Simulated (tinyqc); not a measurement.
Which roughness does what: X-ray reflectivity of a thin film on silicon: critical angles, Parratt recursion, fringes and roughness. Computed by tinyqc, a small Python program. Command: `OMP_NUM_THREADS=1 python tinyqc.py 3121284 3121285 out.jsonl xrr walk`. One thread of a shared host (Intel(R) Xeon(R) Processor @ 2.30GHz), about 0.01 s of CPU time with the checks.

n = 1 - delta + i beta; the classical electron radius is r_e = 2.8179403e-6 nm. Layer 0 is vacuum, 1 the film, 2 the substrate.

Inputs (values chosen for the exercise, modelled on ruthenium on silicon, copper K-alpha radiation):
```
quantity                                        value     unit
wavelength lambda                             0.15406       nm
film density rho                                 11.9   g/cm^3
effective electrons per unit mass, film         0.437    mol/g
beta/delta, film                                0.081        -
film thickness d                                   17       nm
roughness of the surface sigma_1                    1       nm
roughness of the interface sigma_2               0.42       nm
substrate density                                2.33   g/cm^3
effective electrons per unit mass, substrate    0.507    mol/g
beta/delta, substrate                           0.023        -
grazing angle theta                              1.69  degrees
```

Constants: N_A = 6.02214076e+23 1/mol.

Method:
- delta = r_e lambda^2 rho_e/(2 pi), rho_e = density x electrons per mass x N_A; critical angle sqrt(2 delta), q_c = 4 sqrt(pi r_e rho_e).
- k_j = (2 pi/lambda) sqrt(sin^2 theta - 2 delta_j + 2 i beta_j); r_ij = (k_i - k_j)/(k_i + k_j) x exp(-2 k_i k_j sigma^2) (Nevot-Croce); r = (r_01 + r_12 p)/(1 + r_01 r_12 p), p = exp(2 i k_1 d); R = |r|^2.
- Far above the critical angle the period is d theta = lambda/(2 d), or 2 pi/d in q; the envelope runs between (|r_01| - |r_12 p|)^2 and (|r_01| + |r_12 p|)^2; contrast = 2 a b/(a^2 + b^2) with a = |r_01|, b = |r_12 p|; roughness factors on the amplitudes are about exp(-q^2 sigma^2/2).
- R is averaged over one period above each angle (64 points); contrast = (max - min)/(max + min) of R theta^4 over that period. Cases: smooth; only sigma_1; only sigma_2; both.

period in theta = 0.259617 degrees

Constants:
```
layer      rho_e (1/nm^3)        delta         beta  critical angle (degrees)  q_c (1/nm)
film              3131.69  3.33358e-05  2.70020e-06                  0.467835    0.666025
substrate          711.40  7.57263e-06  1.74170e-07                  0.222977    0.317437
```

Mean R and contrast:
```
theta (degrees)    R smooth  contrast  R, sigma_1  contrast, sigma_1  R, sigma_2  contrast, sigma_2     R, both  contrast, both
0.8              8.8084e-03   0.89257  4.0400e-03         9.8073e-01  8.2668e-03            0.84510  3.5404e-03         0.99623
1.2              1.8204e-03   0.92198  6.0827e-04         5.1983e-01  1.5808e-03            0.79383  3.8151e-04         0.68384
1.8              3.2883e-04   0.93599  1.1216e-04         7.7501e-02  2.5305e-04            0.64708  3.1423e-05         0.19549
2.5              1.0299e-04   0.94552  3.3686e-05         4.4250e-03  7.0466e-05            0.42265  3.0745e-06         0.23604
3.5              2.8411e-05   0.95216  9.5074e-06         3.0008e-03  1.8140e-05            0.14673  9.3807e-08         0.31636
```

What follows from these numbers?

At 2.5 degrees sigma_1 alone multiplies the mean R by 0.33 and sigma_2 alone by 0.68; the contrast goes from 0.95 (smooth) to 0.00 and 0.42.
